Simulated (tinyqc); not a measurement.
From one set of inputs to another, one input at a time: two-sublattice mean-field magnet: ferrimagnet, compensation points and susceptibility. Computed by tinyqc, a small Python program. Command: `OMP_NUM_THREADS=1 python tinyqc.py 3009581 3009582 out.jsonl ferri ladder`. One thread of a shared host (Intel(R) Xeon(R) Processor @ 2.30GHz), about 0.02 s of CPU time with the checks.

A random alloy A(1-x)B(x) with H = -sum over pairs J S_i.S_j. a = <S_A> and b = <S_B> are taken along z, a > 0. Exchange fields: h_A = (1 - x) zJ_AA a + x zJ_AB b, h_B = (1 - x) zJ_AB a + x zJ_BB b; a = S_A B_(S_A)(S_A h_A/(k_B T)) and likewise for b, with the Brillouin function B_S(y) = [(2S + 1)/(2S)] coth[(2S + 1) y/(2S)] - [1/(2S)] coth[y/(2S)].

The inputs printed are set A. Inputs not listed in the table keep their values of set A, so the rows need not describe a real material.

Inputs (values chosen for the exercise, for a model ferrimagnet): spin S_A = 1; spin S_B = 1.5; fraction x of B sites = 0.19; z J_AA = 54.4 meV; z J_BB = 3.2 meV; z J_AB = -20 meV; T over T_c = 0.34; largest number of steps = 3000.

Constants: k_B = 8.617333262e-05 eV/K.

Method. Linearised, T (a, b) = M (a, b) with M_ij = S_i (S_i + 1) c_j zJ_ij/(3 k_B), c_A = 1 - x, c_B = x. T_c is the larger eigenvalue, and its eigenvector gives b/a at onset, (T_c - M_AA)/M_AB. Repeat from a = S_A, b = -S_B until a and b change by less than 1e-10.

Each row keeps all changes above it:
```
input moved            from    to  T_c (K)        a        b
set A                     -     -   360.54  0.98962  -1.2507
fraction x of B sites  0.19  0.32   318.37  0.99161  -1.2487
z J_AA (meV)           54.4  61.6   352.95  0.99132  -1.1957
z J_BB (meV)            3.2   1.7   352.41  0.99127  -1.1751
z J_AB (meV)            -20  -8.3   329.29  0.98859  -0.6993
T over T_c             0.34  0.56   329.29  0.90883  -0.4080
```

Which inputs carry the difference?

T_c goes from 361 to 329, a factor 0.913 in all. The largest single move comes from fraction x of B sites (a factor 0.883), and z J_AA works against it (a factor 1.11). a goes from 0.990 to 0.909, a factor 0.918 in all. The largest single move comes from T over T_c (a factor 0.919). b goes from -1.25 to -0.408, +0.843 in all. The largest single move comes from z J_AB (+0.476). The single moves hold for this order of the switches; the total does not depend on the order.

Extremes, crossings and ranges named in words are read from the listed rows.
